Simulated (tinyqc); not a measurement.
# Voltage drop against the resistance of a horizontal segment

A grid of 25 by 25 nodes with segments Rx (rows) and Ry (columns); every node draws I1 and the central node kh I1; pads with resistance Rp sit at the nodes whose row and column are multiples of the pitch, counting from 0. The drops u = Vdd - V follow from G u = i, with G the conductance matrix and i the load currents, solved directly. Here the pitch is 8.

Parameters, values chosen for the exercise:
- Vdd = 0.7 V (supply voltage)
- Ry = 1.3 ohm (resistance of a vertical segment)
- Rp = 0.32 ohm (resistance from a pad node to the supply)
- kh = 3 (factor on the load at the hot node)
- I1 = 0.15 mA (load current of a node in the large grid)

Voltage drop against the resistance of a horizontal segment:
columns A: Rx (ohm); B: pads; C: worst drop (mV); D: mean drop (mV); E: largest drop at a pad (mV); F: largest pad current (mA); G: worst drop over Vdd (%)
```
A      B       C       D       E       F        G
0.05  16  4.1691  3.2440  2.4197  7.5616  0.59559
0.1   16  4.4169  3.4541  2.4688  7.7150  0.63099
0.2   16  4.8365  3.8043  2.5132  7.8539  0.69092
0.4   16  5.5191  4.3653  2.5530  7.9780  0.78844
0.8   16  6.6056  5.2321  2.5953  8.1103  0.94365
1.6   16  8.3480  6.5426  2.6501  8.2815   1.1926
3.2   16  11.215  8.5433  2.7212  8.5037   1.6021
```

Read the table: what changes, and by how much?

The worst drop rises from 4.17 to 11.2 mV and the mean drop rises from 3.24 to 8.54 mV. The worst drop goes as Rx^(0.08) between the first two rows and Rx^(0.43) between the last two.

Program tinyqc, `OMP_NUM_THREADS=1 python tinyqc.py 2770226 2770227 out.jsonl`; Intel Xeon 2.30GHz, shared host, one thread, about 0.4 s.
